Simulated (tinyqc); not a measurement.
Leaving out one process at a time: Debye-Callaway model of lattice thermal conductivity. Computed by tinyqc, a small Python program. Command: `OMP_NUM_THREADS=1 python tinyqc.py 3022093 3022094 out.jsonl callaway walk`. One thread of a shared host (Intel(R) Xeon(R) Processor @ 2.30GHz), about 0.01 s of CPU time with the checks.

Three acoustic branches with one velocity v, cut at omega_D = k_B Theta/hbar; x = hbar omega/(k_B T). v and Theta are separate inputs: Theta cuts off the heat-carrying modes, so C need not reach 3 k_B/V. gamma is an effective value that sets the umklapp rate. Heat flows along the film.

Inputs (values chosen for the exercise, modelled on gallium arsenide):
```
quantity                                value        unit
sound velocity v                         3680         m/s
Debye temperature Theta                   344           K
volume per atom V                        22.6  angstrom^3
mean atomic mass M                       72.3           u
effective Grueneisen parameter gamma     2.07           -
umklapp exponent divisor b                  3           -
vacancy fraction n_v                  1.9e-05           -
film thickness t                          1.6  micrometre
specularity p                             0.6           -
temperature T                             300           K
```

Sample: film. Point defects: vacancies. Normal processes: left out.

Constants: k_B = 1.380649e-23 J/K; hbar = 1.054571817e-34 J s; u = 1.6605390666e-27 kg.

Method:
- A vacancy counts as a mass defect Delta M/M = -3 (the missing mass and twice its bonds), so Gamma = 9 n_v. A = V Gamma/(4 pi v^3).
- Rates: point defects A omega^4; umklapp B omega^2 T exp(-Theta/(b T)) with B = hbar gamma^2/(M v^2 Theta). Film: the bulk time tau of each mode, from the resistive rates above, is multiplied by the Fuchs-Sondheimer factor F = (3/2) int_0^1 (1 - u^2) [1 - (1 - p) (u/d) (1 - E)/(1 - p E)] du, with E = exp(-d/u), d = t/(v tau), by 48 Gauss-Legendre points in z with u = z^4; the boundary rate is defined as 1/(F tau) - 1/tau.
- kappa_1 = c int tau_C g dx, g = x^4 e^x/(e^x - 1)^2, c = (k_B/(2 pi^2 v)) (k_B T/hbar)^3, over 0 < x < min(Theta/T, 40), by 96 Gauss-Legendre points in s with x = x_max s^2; tau_C = tau_R, the inverse of the summed rates, and kappa = kappa_1.

Rayleigh coefficient A = 6.17094e-45 s^3

Conductivity at T:
```
case                   kappa (W/(m K))  ratio to all
all processes                   46.248             1
without point defects           47.412        1.0252
without boundaries              48.767        1.0545
```

What follows from these numbers?

Removing boundaries raises kappa most, by a factor 1.05; removing point defects gives only 1.03. Without boundaries the long waves are held back only by the omega^2 umklapp rate.
